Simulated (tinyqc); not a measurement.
Conductance steps with and without the scatterer: conductance of a narrow metal strip with scatterers (square lattice, Green functions).

A strip of W sites across with hard walls, site energy 0 and hopping -t. Mode n = 1 to W has profile chi_n(j) = sqrt(2/(W + 1)) sin(n j pi/(W + 1)) and energy en = -2t cos(n pi/(W + 1)); E = en - 2t cos(kn a). With z_n = exp(i kn a) (Im k > 0 for closed modes, |z| < 1) each lead gives the self-energy -t z_n in mode n. One column carries the site energies v, here a uniform barrier across the strip, as of a grain boundary. In the mode basis V_nm = sum_j chi_n(j) v_j chi_m(j), G = (E - en + 2 t z_n - V)^-1, and t_nm = 2t sqrt(sin(kn a) sin(km a)) G_nm in size for open modes. T = sum |t_nm|^2, conductance (2e^2/h) T.

Parameters, chosen for this exercise (out of a larger set: hopping and spacing of the size met in Cu or Al; the lattice is a model; not measured data):
- t = 1.36 eV (hopping)
- W = 3 (sites across)
- v = (0.9, 0.9, 0.9) eV (site energies in the scattering column)

E is varied across the lower half of the band.

Against energy:
```
E/t    E (eV)  open modes       T  reflected
-3.30  -4.488           1  0.5033     0.4967
-2.95  -4.012           1  0.7894     0.2106
-2.65  -3.604           1  0.8495     0.1505
-2.30  -3.128           1  0.8801     0.1199
-1.95  -2.652           2  1.2053     0.7947
-1.65  -2.244           2  1.6448     0.3552
-1.30  -1.768           2  1.7417     0.2583
-0.95  -1.292           2  1.7724     0.2276
-0.65  -0.884           2  1.7773     0.2227
-0.30  -0.408           3  2.4702     0.5298
0.05    0.068           3  2.5404     0.4596
```

The clean strip goes from 1 to 3 open modes. The reflected flux ranges from 0.120 (E/t = -2.3) to 0.795 (E/t = -1.95). A uniform barrier reflects each mode by v^2/(v^2 + (2t sin(kn a))^2), most the slow ones just above their thresholds.

Run: tinyqc, `OMP_NUM_THREADS=1 python tinyqc.py 1481142 1481143 out.jsonl`; Intel(R) Xeon(R) Processor @ 2.30GHz, one thread, shared host; about 0.01 s of CPU time with all checks.
